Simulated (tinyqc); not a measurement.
## Pinning factor and decay constant from two barriers

Problem. phiB = S (phiM - chi) + (1 - S)(Eg - E0) with S = 1/(1 + (1/S0 - 1) exp(-be ti)). Find S0, S at the given thickness and be.

Values chosen for this exercise; semiconductor values close to those of germanium; interlayer mass of the order of that in titanium dioxide, offset chosen freely:
- Eg = 0.639 eV (band gap)
- chi = 4.1 eV (electron affinity)
- E0 = 0.088 eV (charge-neutrality level above the valence band)
- phiM = 4.22 eV (metal work function)

phiB at ti = 0, 0.3 nm (eV): [0.52945000, 0.48850881]

Solution. Each barrier gives its S by linear interpolation between the pinned and the unpinned value; the ratio of the two values of 1/S - 1 is exp(be ti).

S0 = 0.0500
S = 0.145
be = 3.90 1/nm

Program tinyqc, `OMP_NUM_THREADS=1 python tinyqc.py 2270008 2270009 out.jsonl`; Intel Xeon 2.30GHz, shared host, one thread, about 0.03 s.
